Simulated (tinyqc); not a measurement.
Coupled-perturbed Hartree-Fock on RHF in the sto-3g basis, for BeH+, spin multiplicity 1, step by step. Computed by tinyqc, a small Python program that keeps every step (integrals from PySCF). Settings: charge = 1, multiplicity = 1, basis = sto-3g, method = RHF, energy threshold = 1e-10, iteration cap = 82, orthogonalisation = symmetric, start = core, DIIS depth = 6. Command: `OMP_NUM_THREADS=1 python tinyqc.py 29541 29542 out.jsonl` (the two numbers bound the seeds that draw the settings). One thread of a shared host (Intel(R) Xeon(R) Processor @ 2.60GHz), about 0.2 s of CPU time with the checks. The early iterations of the SCF are left out here.

## One-electron integrals

Geometry (angstrom):
```
atom,x,y,z
Be,0.0000,0.0000,0.0000
H,0.0000,0.0000,1.2160
```

Basis sto-3g: exponents (1/bohr^2) and contraction coefficients of normalised primitives:
```
element,l (shell),exponent,coefficient
Be,s (1),30.1679,0.1543
Be,s (1),5.4951,0.5353
Be,s (1),1.4872,0.4446
Be,s (2),1.3148,-0.1000
Be,s (2),0.3055,0.3995
Be,s (2),0.0994,0.7001
Be,p (3),1.3148,0.1559
Be,p (3),0.3055,0.6077
Be,p (3),0.0994,0.3920
H,s (1),3.4253,0.1543
H,s (1),0.6239,0.5353
H,s (1),0.1689,0.4446
```

Overlap, kinetic and nuclear-attraction integrals over the contracted functions; the nuclear repulsion is the sum of Za Zb / Rab.

nuclear repulsion = 1.740715 hartree

overlap S:
```
,1Be 1s,1Be 2s,1Be 2px,1Be 2py,1Be 2pz,2H 1s
1Be 1s,1.0000,0.2595,0.0000,0.0000,0.0000,0.0914
1Be 2s,0.2595,1.0000,0.0000,0.0000,0.0000,0.5108
1Be 2px,0.0000,0.0000,1.0000,0.0000,0.0000,0.0000
1Be 2py,0.0000,0.0000,0.0000,1.0000,0.0000,0.0000
1Be 2pz,0.0000,0.0000,0.0000,0.0000,1.0000,0.5574
2H 1s,0.0914,0.5108,0.0000,0.0000,0.5574,1.0000
```

kinetic energy T (hartree):
```
,1Be 1s,1Be 2s,1Be 2px,1Be 2py,1Be 2pz,2H 1s
1Be 1s,6.6940,-0.0330,0.0000,0.0000,0.0000,-0.0160
1Be 2s,-0.0330,0.2111,0.0000,0.0000,0.0000,0.0897
1Be 2px,0.0000,0.0000,0.6606,0.0000,0.0000,0.0000
1Be 2py,0.0000,0.0000,0.0000,0.6606,0.0000,0.0000
1Be 2pz,0.0000,0.0000,0.0000,0.0000,0.6606,0.2371
2H 1s,-0.0160,0.0897,0.0000,0.0000,0.2371,0.7600
```

nuclear attraction V (hartree):
```
,1Be 1s,1Be 2s,1Be 2px,1Be 2py,1Be 2pz,2H 1s
1Be 1s,-14.9963,-2.0122,0.0000,0.0000,-0.0219,-0.7173
1Be 2s,-2.0122,-2.7087,0.0000,0.0000,-0.1635,-1.4584
1Be 2px,0.0000,0.0000,-2.6467,0.0000,0.0000,0.0000
1Be 2py,0.0000,0.0000,0.0000,-2.6467,0.0000,0.0000
1Be 2pz,-0.0219,-0.1635,0.0000,0.0000,-2.7772,-1.5851
2H 1s,-0.7173,-1.4584,0.0000,0.0000,-1.5851,-2.9446
```

core Hamiltonian H = T + V (hartree):
```
,1Be 1s,1Be 2s,1Be 2px,1Be 2py,1Be 2pz,2H 1s
1Be 1s,-8.3023,-2.0452,0.0000,0.0000,-0.0219,-0.7333
1Be 2s,-2.0452,-2.4976,0.0000,0.0000,-0.1635,-1.3687
1Be 2px,0.0000,0.0000,-1.9861,0.0000,0.0000,0.0000
1Be 2py,0.0000,0.0000,0.0000,-1.9861,0.0000,0.0000
1Be 2pz,-0.0219,-0.1635,0.0000,0.0000,-2.1166,-1.3480
2H 1s,-0.7333,-1.3687,0.0000,0.0000,-1.3480,-2.1845
```

## Two-electron integrals

Functions are numbered as in S; the eight-fold symmetry (ij|kl) = (ji|kl) = (kl|ij) leaves the list below.

Two-electron integrals (ij|kl) in chemists' order, unique and non-zero (hartree):
```
i,j,k,l,(ij|kl)
1,1,1,1,2.2988
2,1,1,1,0.3920
2,1,2,1,0.0795
2,2,1,1,0.5710
2,2,2,1,0.1430
2,2,2,2,0.4177
3,1,3,1,0.0146
3,2,3,1,0.0219
3,2,3,2,0.0923
3,3,1,1,0.5696
3,3,2,1,0.1431
3,3,2,2,0.4176
3,3,3,3,0.4499
4,1,4,1,0.0146
4,2,4,1,0.0219
4,2,4,2,0.0923
4,3,4,3,0.0242
4,4,1,1,0.5696
4,4,2,1,0.1431
4,4,2,2,0.4176
4,4,3,3,0.4014
4,4,4,4,0.4499
5,1,5,1,0.0146
5,2,5,1,0.0219
5,2,5,2,0.0923
5,3,5,3,0.0242
5,4,5,4,0.0242
5,5,1,1,0.5696
5,5,2,1,0.1431
5,5,2,2,0.4176
5,5,3,3,0.4014
5,5,4,4,0.4014
5,5,5,5,0.4499
6,1,1,1,0.1375
6,1,2,1,0.0278
6,1,2,2,0.0502
6,1,3,3,0.0499
6,1,4,4,0.0499
6,1,5,1,0.0025
6,1,5,2,0.0047
6,1,5,5,0.0510
6,1,6,1,0.0102
6,2,1,1,0.2649
6,2,2,1,0.0670
6,2,2,2,0.2053
6,2,3,3,0.1984
6,2,4,4,0.1984
6,2,5,1,0.0088
6,2,5,2,0.0487
6,2,5,5,0.2190
6,2,6,1,0.0258
6,2,6,2,0.1378
6,3,3,1,0.0069
6,3,3,2,0.0303
6,3,5,3,0.0090
6,3,6,3,0.0147
6,4,4,1,0.0069
6,4,4,2,0.0303
6,4,5,4,0.0090
6,4,6,4,0.0147
6,5,1,1,0.2618
6,5,2,1,0.0671
6,5,2,2,0.2160
6,5,3,3,0.2034
6,5,4,4,0.2034
6,5,5,1,0.0146
6,5,5,2,0.0768
6,5,5,5,0.2411
6,5,6,1,0.0273
6,5,6,2,0.1666
6,5,6,5,0.2113
6,6,1,1,0.4285
6,6,2,1,0.1104
6,6,2,2,0.3724
6,6,3,3,0.3458
6,6,4,4,0.3458
6,6,5,1,0.0192
6,6,5,2,0.1280
6,6,5,5,0.4252
6,6,6,1,0.0442
6,6,6,2,0.3029
6,6,6,5,0.3925
6,6,6,6,0.7746
```

## Orthogonalisation

S = U s U^T; symmetric (Loewdin) form X = U s^(-1/2) U^T, so that X^T S X = 1.

eigenvalues of S: 0.2389  0.7928  1.0000  1.0000  1.1652  1.8031

X:
```
,1Be 1s,1Be 2s,1Be 2px,1Be 2py,1Be 2pz,2H 1s
1Be 1s,1.0274,-0.1448,0.0000,0.0000,-0.0099,0.0148
1Be 2s,-0.1448,1.2096,0.0000,0.0000,0.1970,-0.4343
1Be 2px,0.0000,0.0000,1.0000,0.0000,0.0000,0.0000
1Be 2py,0.0000,0.0000,0.0000,1.0000,0.0000,0.0000
1Be 2pz,-0.0099,0.1970,0.0000,0.0000,1.2122,-0.4689
2H 1s,0.0148,-0.4343,0.0000,0.0000,-0.4689,1.3911
```

## Iteration 7 (converged): orbitals

converged F (hartree):
```
,1Be 1s,1Be 2s,1Be 2px,1Be 2py,1Be 2pz,2H 1s
1Be 1s,-5.0270,-1.4141,0.0000,0.0000,0.0157,-0.5045
1Be 2s,-1.4141,-0.8876,0.0000,0.0000,-0.1685,-0.6420
1Be 2px,0.0000,0.0000,-0.1498,0.0000,0.0000,0.0000
1Be 2py,0.0000,0.0000,0.0000,-0.1498,0.0000,0.0000
1Be 2pz,0.0157,-0.1685,0.0000,0.0000,-0.3687,-0.4902
2H 1s,-0.5045,-0.6420,0.0000,0.0000,-0.4902,-0.6445
```

Diagonalise F' = X^T F X, C = X C', fill 2 alpha and 2 beta electrons from the bottom; D = 2 C_occ C_occ^T. Each column has its largest component positive (the first on a tie).

F' = X^T F X (hartree):
```
,1,2,3,4,5,6
1,-4.9174,-0.6980,0.0000,0.0000,0.0331,-0.1107
2,-0.6980,-0.4308,0.0000,0.0000,0.0489,-0.4333
3,0.0000,0.0000,-0.1498,0.0000,0.0000,0.0000
4,0.0000,0.0000,0.0000,-0.1498,0.0000,0.0000
5,0.0331,0.0489,0.0000,0.0000,-0.1225,-0.4296
6,-0.1107,-0.4333,0.0000,0.0000,-0.4296,-0.1530
```

orbital energies (hartree): MO1 -5.0299, MO2 -0.7673, MO3 -0.2679, MO4 -0.1498, MO5 -0.1498, MO6 0.4415

coefficients C:
```
,MO1,MO2,MO3,MO4,MO5,MO6
1Be 1s,0.9929,-0.1954,-0.2001,0.0000,0.0000,0.1123
1Be 2s,0.0260,0.5100,0.7728,0.0000,0.0000,-0.9239
1Be 2px,0.0000,0.0000,0.0000,-0.2456,0.9694,0.0000
1Be 2py,0.0000,0.0000,0.0000,0.9694,0.2456,0.0000
1Be 2pz,-0.0024,0.3019,-0.6404,0.0000,0.0000,-1.1077
2H 1s,0.0000,0.5008,-0.2018,0.0000,0.0000,1.4326
```

D after iteration 7:
```
,1Be 1s,1Be 2s,1Be 2px,1Be 2py,1Be 2pz,2H 1s
1Be 1s,2.0482,-0.1477,0.0000,0.0000,-0.1227,-0.1958
1Be 2s,-0.1477,0.5215,0.0000,0.0000,0.3078,0.5108
1Be 2px,0.0000,0.0000,0.0000,0.0000,0.0000,0.0000
1Be 2py,0.0000,0.0000,0.0000,0.0000,0.0000,0.0000
1Be 2pz,-0.1227,0.3078,0.0000,0.0000,0.1823,0.3024
2H 1s,-0.1958,0.5108,0.0000,0.0000,0.3024,0.5016
```

Within a degenerate level the vectors are fixed only up to a rotation; this is one choice.

## Convergence

Stop when the energy changes by less than 1e-10 hartree and every element of the error matrix X^T (F D S - S D F) X is below 3e-06.

Course of the cycle:
```
iteration,E (hartree),change,largest element of the error matrix
1,-14.608018,-,2.52e-01
2,-14.656987,-4.90e-02,4.20e-02
3,-14.659284,-2.30e-03,1.06e-02
4,-14.659738,-4.54e-04,1.31e-03
5,-14.659745,-7.19e-06,3.24e-05
6,-14.659745,-1.54e-09,1.33e-06
7,-14.659745,-1.46e-12,1.75e-08
```

PySCF RHF in the same basis = -14.659745 hartree

Converged in 7 iterations.

## Integrals over molecular orbitals

(pq|rs) = sum C_ip C_jq C_kr C_ls (ij|kl), one index at a time.

one-electron integrals over orbitals h = C^T H C (hartree):
```
,1,2,3,4,5,6
1,-8.2926,0.1656,0.2078,0.0000,0.0000,-0.0625
2,0.1656,-2.3106,0.0226,0.0000,0.0000,0.1075
3,0.2078,0.0226,-1.9731,0.0000,0.0000,-0.0240
4,0.0000,0.0000,0.0000,-1.9861,0.0000,0.0000
5,0.0000,0.0000,0.0000,0.0000,-1.9861,0.0000
6,-0.0625,0.1075,-0.0240,0.0000,0.0000,-1.5564
```

Two-electron integrals over orbitals (pq|rs), unique and non-zero (hartree):
```
p,q,r,s,(pq|rs)
1,1,1,1,2.2755
2,1,1,1,-0.1695
2,1,2,1,0.0221
2,2,1,1,0.5046
2,2,2,1,0.0039
2,2,2,2,0.5561
3,1,1,1,-0.1730
3,1,2,1,0.0160
3,1,2,2,-0.0203
3,1,3,1,0.0279
3,2,1,1,0.0291
3,2,2,1,-0.0059
3,2,2,2,-0.0648
3,2,3,1,0.0025
3,2,3,2,0.0283
3,3,1,1,0.5587
3,3,2,1,-0.0146
3,3,2,2,0.3220
3,3,3,1,0.0049
3,3,3,2,0.0239
3,3,3,3,0.4763
4,1,4,1,0.0156
4,2,4,1,0.0132
4,2,4,2,0.0429
4,3,4,1,0.0141
4,3,4,2,0.0300
4,3,4,3,0.0529
4,4,1,1,0.5692
4,4,2,1,-0.0064
4,4,2,2,0.3782
4,4,3,1,-0.0060
4,4,3,2,0.0138
4,4,3,3,0.4014
4,4,4,4,0.4499
5,1,5,1,0.0156
5,2,5,1,0.0132
5,2,5,2,0.0429
5,3,5,1,0.0141
5,3,5,2,0.0300
5,3,5,3,0.0529
5,4,5,4,0.0242
5,5,1,1,0.5692
5,5,2,1,-0.0064
5,5,2,2,0.3782
5,5,3,1,-0.0060
5,5,3,2,0.0138
5,5,3,3,0.4014
5,5,4,4,0.4014
5,5,5,5,0.4499
6,1,1,1,0.0896
6,1,2,1,-0.0159
6,1,2,2,-0.0113
6,1,3,1,-0.0022
6,1,3,2,0.0057
6,1,3,3,0.0171
6,1,4,4,0.0014
6,1,5,5,0.0014
6,1,6,1,0.0173
6,2,1,1,-0.1008
6,2,2,1,0.0045
6,2,2,2,0.0781
6,2,3,1,0.0042
6,2,3,2,-0.0440
6,2,3,3,-0.0254
6,2,4,4,-0.0442
6,2,5,5,-0.0442
6,2,6,1,0.0006
6,2,6,2,0.1210
6,3,1,1,0.0458
6,3,2,1,-0.0048
6,3,2,2,-0.0569
6,3,3,1,0.0063
6,3,3,2,0.0234
6,3,3,3,0.0581
6,3,4,4,0.0127
6,3,5,5,0.0127
6,3,6,1,0.0076
6,3,6,2,-0.0426
6,3,6,3,0.0446
6,4,4,1,-0.0096
6,4,4,2,-0.0307
6,4,4,3,-0.0165
6,4,6,4,0.0278
6,5,5,1,-0.0096
6,5,5,2,-0.0307
6,5,5,3,-0.0165
6,5,6,5,0.0278
6,6,1,1,0.5249
6,6,2,1,3.92e-04
6,6,2,2,0.5432
6,6,3,1,-0.0155
6,6,3,2,-0.0610
6,6,3,3,0.3540
6,6,4,4,0.3816
6,6,5,5,0.3816
6,6,6,1,-0.0057
6,6,6,2,0.1052
6,6,6,3,-0.0525
6,6,6,6,0.5752
```

## Response to a field: uncoupled start

dipole integrals <a|z|i> (bohr):
```
,i1,i2
a3,-0.1055,-0.5815
a4,0.0000,0.0000
a5,0.0000,0.0000
a6,-0.0966,0.6763
```

Field along z; U_ai = -mu_ai / (e_a - e_i), alpha = -4 sum U_ai mu_ai.

uncoupled U:
```
,i1,i2
a3,0.0222,1.1642
a4,0.0000,0.0000
a5,0.0000,0.0000
a6,0.0177,-0.5595
```

uncoupled polarisability = 4.2376 bohr^3

## Coupled step 1

U_ai = -(mu_ai + sum_bj [4 (ai|bj) - (ab|ij) - (aj|bi)] U_bj) / (e_a - e_i); alpha = -4 sum U_ai mu_ai.

U after step 1:
```
,i1,i2
a3,0.0210,1.6311
a4,0.0000,0.0000
a5,0.0000,0.0000
a6,0.0145,-0.5708
```

polarisability = 5.3523 bohr^3

## Coupled step 2

As before.

U after step 2:
```
,i1,i2
a3,0.0187,1.8512
a4,0.0000,0.0000
a5,0.0000,0.0000
a6,0.0123,-0.5435
```

polarisability = 5.7885 bohr^3

## Coupled polarisability

Repeat until U stops changing; compare with -d2E/dF2.

Course of the coupled iterations:
```
step,alpha (bohr^3)
0,4.2376
1,5.3523
2,5.7885
3,5.9925
4,6.0932
5,6.1435
6,6.1688
7,6.1815
8,6.1879
9,6.1911
10,6.1927
11,6.1935
...,...
16,6.1943
17,6.1943
18,6.1943
19,6.1943
20,6.1943
21,6.1943
22,6.1943
23,6.1943
24,6.1943
25,6.1943
26,6.1943
27,6.1943
```

coupled polarisability = 6.1943 bohr^3

finite-field check, fields of +/-0.001 au = 6.1946 bohr^3
